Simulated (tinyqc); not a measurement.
Sp3 tight binding, zinc-blende lattice, step by step. Computed by tinyqc, a small Python program that keeps every step. Command: `OMP_NUM_THREADS=1 python tinyqc.py 31111 31112 out.jsonl` (the two numbers bound the seeds that draw the settings). One thread of a shared host (Intel(R) Xeon(R) Processor @ 2.60GHz), about 0.01 s of CPU time with the checks.

## Bloch Hamiltonian at k

Parameters chosen for this model: zinc-blende lattice, anion at 0, cation at a/4 (1,1,1); V = eta hbar^2 / (m d^2), hbar^2/m = 7.619964 eV angstrom^2:

| parameter | value | unit |
|---|---|---|
| a | 3.550000 | angstrom |
| d | 1.537195 | angstrom |
| Es anion | -12.520000 | eV |
| Ep anion | -6.690000 | eV |
| Es cation | -12.520000 | eV |
| Ep cation | -6.690000 | eV |
| eta ss | -1.280000 |  |
| eta sp | 1.330000 |  |
| eta pp sigma | 3.310000 |  |
| eta pp pi | -0.880000 |  |
| V ss | -4.127669 | eV |
| V sp | 4.288907 | eV |
| V pp sigma | 10.673895 | eV |
| V pp pi | -2.837773 | eV |

k point k (2 pi / a): -0.590000  0.610000  -0.670000

Slater-Koster rules over the four bonds with direction cosines (l, m, n): ss V_ss; s-px l V_sp; px-s -l V_sp; px-px l^2 V_pps + (1 - l^2) V_ppp; px-py l m (V_pps - V_ppp); each times exp(i k.d).

H(k) at k (eV):
```
                      a s                 a px                a py                 a pz
a s            -12.520000             0.000000            0.000000             0.000000
a px             0.000000            -6.690000            0.000000             0.000000
a py             0.000000             0.000000           -6.690000             0.000000
a pz             0.000000             0.000000            0.000000            -6.690000
c s   -2.824226-9.383223i  -4.226391-2.256545i  3.956144+2.410691i  -3.210738-2.970357i
c px   4.226391+2.256545i   1.139987+3.787499i  5.839917+5.402694i  -7.195713-4.384734i
c py  -3.956144-2.410691i   5.839917+5.402694i  1.139987+3.787499i   7.687257+4.104362i
c pz   3.210738+2.970357i  -7.195713-4.384734i  7.687257+4.104362i   1.139987+3.787499i

                      c s                 c px                 c py                 c pz
a s   -2.824226+9.383223i   4.226391-2.256545i  -3.956144+2.410691i   3.210738-2.970357i
a px  -4.226391+2.256545i   1.139987-3.787499i   5.839917-5.402694i  -7.195713+4.384734i
a py   3.956144-2.410691i   5.839917-5.402694i   1.139987-3.787499i   7.687257-4.104362i
a pz  -3.210738+2.970357i  -7.195713+4.384734i   7.687257-4.104362i   1.139987-3.787499i
c s            -12.520000             0.000000             0.000000             0.000000
c px             0.000000            -6.690000             0.000000             0.000000
c py             0.000000             0.000000            -6.690000             0.000000
c pz             0.000000             0.000000             0.000000            -6.690000
```

## Levels at k

Diagonalise the Hermitian matrix.

eigenvalues (eV): -25.538892  -22.194455  -18.631690  -18.223594  -0.030697  4.828628  5.187276  9.423424

weights |c|^2 of the basis functions:
```
        band 1    band 2    band 3    band 4    band 5    band 6    band 7    band 8
a s   0.313779  0.216064  0.003922  0.000795  0.422733  0.000688  0.002302  0.039717
a px  0.067132  0.077408  0.042433  0.301431  0.023740  0.317560  0.026250  0.144047
a py  0.064318  0.087495  0.148661  0.188693  0.023159  0.161851  0.176618  0.149205
a pz  0.054771  0.119033  0.304984  0.009082  0.030368  0.019901  0.294830  0.167032
c s   0.313779  0.216064  0.003922  0.000795  0.422733  0.000688  0.002302  0.039717
c px  0.067132  0.077408  0.042433  0.301431  0.023740  0.317560  0.026250  0.144047
c py  0.064318  0.087495  0.148661  0.188693  0.023159  0.161851  0.176618  0.149205
c pz  0.054771  0.119033  0.304984  0.009082  0.030368  0.019901  0.294830  0.167032
```

## Bloch Hamiltonian at X

k point X (2 pi / a): 1  0  0

As before.

H(k) at X (eV):
```
                     a s                a px                 a py                 a pz
a s           -12.520000            0.000000             0.000000             0.000000
a px            0.000000           -6.690000             0.000000             0.000000
a py            0.000000            0.000000            -6.690000             0.000000
a pz            0.000000            0.000000             0.000000            -6.690000
c s             0.000000  0.000000+9.904805i             0.000000             0.000000
c px  0.000000-9.904805i            0.000000             0.000000             0.000000
c py            0.000000            0.000000             0.000000  0.000000-18.015557i
c pz            0.000000            0.000000  0.000000-18.015557i             0.000000

                     c s                c px                 c py                 c pz
a s             0.000000  0.000000+9.904805i             0.000000             0.000000
a px  0.000000-9.904805i            0.000000             0.000000             0.000000
a py            0.000000            0.000000             0.000000  0.000000+18.015557i
a pz            0.000000            0.000000  0.000000+18.015557i             0.000000
c s           -12.520000            0.000000             0.000000             0.000000
c px            0.000000           -6.690000             0.000000             0.000000
c py            0.000000            0.000000            -6.690000             0.000000
c pz            0.000000            0.000000             0.000000            -6.690000
```

## Levels at X

As before.

eigenvalues (eV): -24.705557  -24.705557  -19.929844  -19.929844  0.719844  0.719844  11.325557  11.325557

## Bands along a path

The same steps at evenly spaced points between the labelled ones.

Bands along the path (eV):

| k | band 1 | band 2 | band 3 | band 4 | band 5 | band 6 | band 7 | band 8 |
|---|---|---|---|---|---|---|---|---|
| L | -24.933260 | -23.138779 | -19.030012 | -19.030012 | -0.704726 | 5.650012 | 5.650012 | 10.356765 |
| L-G 0.33 | -26.028359 | -21.379282 | -17.884226 | -17.884226 | 0.435104 | 4.504226 | 4.504226 | 8.552537 |
| L-G 0.67 | -28.090639 | -16.766652 | -15.138687 | -15.138687 | 1.758687 | 1.758687 | 1.979777 | 4.457514 |
| G | -29.030678 | -13.354466 | -13.354466 | -13.354466 | -0.025534 | -0.025534 | -0.025534 | 3.990678 |
| G-X 0.33 | -27.733318 | -17.388197 | -17.388197 | -14.014560 | -0.003752 | 3.331629 | 4.008197 | 4.008197 |
| G-X 0.67 | -24.290375 | -22.643809 | -22.643809 | -16.191446 | 0.157269 | 1.904552 | 9.263809 | 9.263809 |
| X | -24.705557 | -24.705557 | -19.929844 | -19.929844 | 0.719844 | 0.719844 | 11.325557 | 11.325557 |
| X-W 0.33 | -24.705557 | -24.705557 | -19.929844 | -19.929844 | 0.719844 | 0.719844 | 11.325557 | 11.325557 |
| X-W 0.67 | -24.705557 | -24.705557 | -19.929844 | -19.929844 | 0.719844 | 0.719844 | 11.325557 | 11.325557 |
| W | -24.705557 | -24.705557 | -19.929844 | -19.929844 | 0.719844 | 0.719844 | 11.325557 | 11.325557 |

With 4 band(s) filled, the highest filled level on these points lies at G and the lowest empty one at L: a gap of 12.6497 eV, indirect.
